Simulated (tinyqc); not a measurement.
Interdiffusion of a quantum well during annealing: blurred potential and shift of the confined levels: one step, computed by the program tinyqc. Command: `OMP_NUM_THREADS=1 python tinyqc.py 3029273 3029274 out.jsonl qwi walk`. One thread of a shared host (Intel(R) Xeon(R) Processor @ 2.30GHz), about 0.07 s of CPU time with the checks.

A square well of width w is blurred by Fick diffusion with a constant coefficient; band offsets are linear in composition, masses are uniform, and strain and excitons are ignored.

Problem. Levels before the anneal. Square well, ground state: take the lowest root of k tan(k w/2) = kappa, k^2 = E/c, kappa^2 = (V - E)/c, c = hbar^2/(2m) with hbar^2/(2 m_0) in eV angstrom^2.

Inputs (values chosen for the exercise, modelled on InGaAs in InP):
```
quantity                value  unit
well width w                9    nm
electron mass m_e      0.0425   m_0
hole mass m_h           0.403   m_0
conduction offset V_c    0.22    eV
valence offset V_v       0.45    eV
```

Constants: hbar^2/(2 m_0) = 3.80998212 eV angstrom^2.

Give: electron level before the anneal; hole level before the anneal.

Solution.

electron level before the anneal = 50.695 meV

hole level before the anneal = 9.4819 meV

Caution: the well mass is used in the barriers too; a heavier barrier mass would lower these levels.
